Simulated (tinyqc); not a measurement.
# Worked calculation: frequency dispersion of an accumulation capacitance by border traps, distributed model

Computed by the program tinyqc: `OMP_NUM_THREADS=1 python tinyqc.py 2202248 2202249 out.jsonl`, one thread of a shared Intel Xeon 2.30GHz, about 0.5 s for the whole run. Printed values are rounded.

Traps spread evenly through the insulator exchange electrons with the semiconductor by tunnelling, with tau(x) = t0 exp(2 ka x) at depth x from the interface. The admittance per area Y seen at depth x obeys dY/dx = -Y^2/(i w eps0 eox) + q Nb ln(1 + i w tau)/tau, with Y(0) = i w Cs and w = 2 pi f; the gate sees Y(tox) = G + i w C. Working variable y = Y/(i w), in uF/cm^2. Cox = eps0 eox/tox.

Inputs (values chosen for the exercise); permittivity close to that of aluminium oxide: relative permittivity of the insulator eox = 8.85; insulator thickness tox = 7.2 nm; semiconductor capacitance in accumulation Cs = 0.64 uF/cm^2; density of border traps Nb = 1.5e20 cm^-3 eV^-1; decay constant of the wave function in the insulator ka = 5.3 1/nm; time constant of a trap at the interface t0 = 2e-11 s; frequency f = 10000 Hz; depth down to which the steps are taken xe = 1.8 nm.

Constants: q = 1.602176634e-19 C, eps0 = 8.8541878128e-14 F/cm where lengths are in cm. Results are converted to the units shown.

## Scales and lumped estimate

Cox; trap-free value 1/(1/Cox + 1/Cs); response depth d = ln(1/(w t0))/(2 ka), where w tau = 1; lumped estimate: all traps within d act as C_bt = q Nb d placed at d/2, so C = 1/{1/[1/(1/Cs + d/(2 eps0 eox)) + C_bt] + (tox - d/2)/(eps0 eox)}.

Cox = 1.08833 uF/cm^2
trap-free C = 0.403008 uF/cm^2
d = 1.28180 nm
C_bt = 3.08050 uF/cm^2
lumped C = 0.902403 uF/cm^2

The traps within reach amount to 4.81 Cs and lie in the first 17.8 % of the insulator.

## Midpoint steps through the active depth

In terms of y: dy/dx = -y^2/(eps0 eox) + s(x), s = q Nb ln(1 + z)/z, z = i w tau. 9 midpoint steps of h = xe/9: y_half = y + (h/2) y'(x, y), y(new) = y + h y'(x + h/2, y_half).

```
point  x (nm)  s (uF/(cm^2 nm))       y (uF/cm^2)
0           0  2.40326+0.00000i  0.64000+0.00000i
1         0.2  2.40326-0.00001i  1.10111+0.00000i
2         0.4  2.40326-0.00010i  1.53689-0.00001i
3         0.6  2.40326-0.00087i  1.93964-0.00007i
4         0.8  2.40324-0.00727i  2.30428-0.00055i
5           1  2.40123-0.06053i  2.62830-0.00460i
6         1.2  2.27515-0.46497i  2.90831-0.03775i
7         1.4  0.88737-0.88711i  3.02374-0.20441i
8         1.6  0.12662-0.27800i  2.86659-0.27225i
9         1.8  0.01550-0.05433i  2.68090-0.25787i
```

## Capacitance and conductance at the gate

y at xe = 2.68090-0.25787i uF/cm^2

Beyond xe the traps are ignored, so 1/y(tox) = 1/y(xe) + (tox - xe)/(eps0 eox); C = Re y, G/w = -Im y, loss tangent G/(w C).

y at the gate = 0.943472-0.031681i uF/cm^2
C = 0.943472 uF/cm^2
G/w = 0.0316807 uF/cm^2
loss tangent = 0.0335788

A fine integration over the whole insulator gives C = 0.94487 and G/w = 0.03215 uF/cm^2; the coarse G/w is 1.5 % below that. The fine C is 2.34 times the trap-free value, and the lumped estimate is 4.5 % below the fine result.
